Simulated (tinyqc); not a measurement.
Epitaxial growth on a vicinal surface: Burton-Cabrera-Frank step flow, step-edge barrier and island nucleation: one step, computed by the program tinyqc.

Adatoms land at rate F, hop on a square grid (a simplification for hexagonal faces), desorb, or join steps. Lengths are in units of a and n is the adatom coverage. Steps ascend at x = 0 and descend at x = l.

Task: Step flow or islands. Island density on a flat surface without desorption: N = 0.25 (F/D)^(i/(i+2)) exp(E_i/((i+2) k_B T)) per site, with E_i = 0 for i = 1; spacing l_n = N^(-1/2). Step flow needs an effective width l_eff = 2 x(peak) below l_n. Temperatures in kelvin are T(C) + 273.15.

Inputs (values chosen for the exercise, close to those used for Si(111)):

| quantity | value | unit |
|---|---|---|
| deposition rate F | 3.8 | layers/s |
| temperature T | 940 | C |
| critical nucleus size i | 2 | - |
| binding energy of the critical nucleus E_i | 0.76 | eV |

D = 1.112152e+08 a^2/s

position of the peak = 234.2559 a

Constants: k_B = 8.617333262e-05 eV/K.

Give: island density N on a flat surface; island spacing l_n; ratio l_eff/l_n.

Result:

island density N on a flat surface = 2.845e-04 per site

island spacing l_n = 59.29 a

ratio l_eff/l_n = 7.902

Islands nucleate on the terraces, and a step-flow solution would overstate the coverage. Caution: twice the distance from the ascending step to the coverage peak exceeds the expected island spacing [0.25 (F/D)^(i/(i+2)) exp(E_i/((i+2) k_B T))]^(-1/2) by 40 % or more, so islands nucleate and the step-flow values are formal. Caution: the prefactor 0.25 and the criterion are estimates, good to a factor of about two in length.
